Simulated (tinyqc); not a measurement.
Frenkel-Kontorova chain: a misfit dislocation (kink) in a monolayer on a periodic substrate. Which input was changed? Computed by tinyqc, a small Python program. Command: `OMP_NUM_THREADS=1 python tinyqc.py 3031653 3031654 out.jsonl fkchain which`. One thread of a shared host (Intel(R) Xeon(R) Processor @ 2.30GHz), about 0.2 s of CPU time with the checks.

E = sum_j [(k/2)(x_(j+1) - x_j - b)^2 + (W/2)(1 - cos(2 pi x_j/a))], x_j = a (j + u_j). A kink takes u from 0 to 1: the chain is stretched by one period and has one atom fewer than wells.

Inputs (values chosen for the exercise, for a model overlayer):
```
quantity              value           unit
spring constant k      6.74  eV/angstrom^2
substrate period a     2.83       angstrom
corrugation W          2.52             eV
misfit f = (b - a)/a   0.22              -
atomic mass M            92              u
```

Constants: nu for 1 eV/(angstrom^2 u) = 15.6333042 THz.

Method. l0 = sqrt(k a^2/(2 W)); kink u(j) = (2/pi) arctan exp(pi j/l0); kink energy at f = 0: E0 = (4/pi) W l0; with misfit E0 - k a^2 f; kinks become favourable at f_c = 2/(pi l0), and a coherent chain with free ends loses stability at f_m = 1/l0. Lowest vibration of the flat chain: nu0 = 15.6333042 THz x sqrt(2 pi^2 W/(a^2 M)).

Task: One of these inputs alone was changed, within the range given: substrate period a (1.415 to 5.66); corrugation W (1.26 to 5.04); misfit f = (b - a)/a (0.11 to 0.44); atomic mass M (46 to 184). Which one, and to what value?

Results:
```
run     kink energy E0 (eV)  gap frequency nu0 (THz)  kink width l0
before             10.50054                 4.061959       3.272662
after              12.39268                 4.793899       2.772987
```

Result:

Each candidate set to reproduce kink energy E0, and what it then gives:
```
candidate                      range searched  value needed  gap frequency nu0 (THz)  kink width l0
substrate period a (angstrom)   1.415 to 5.66         3.340                   3.4418         3.8624
corrugation W (eV)               1.26 to 5.04         3.510                   4.7939         2.7730
misfit f = (b - a)/a             0.11 to 0.44     no effect                        -              -
atomic mass M (u)                   46 to 184     no effect                        -              -
```

Only corrugation W fits every result: it went from 2.52 to 3.51 eV. The next best candidate, substrate period a, misses one result by 39 %.

Caution: a corrugation above 1 eV is larger than real overlayers usually show; it is chosen to keep the kink narrow. Caution: for l0 below about 3 the kink spans few atoms, and the continuum kink energy is off by about 2 per cent or more.
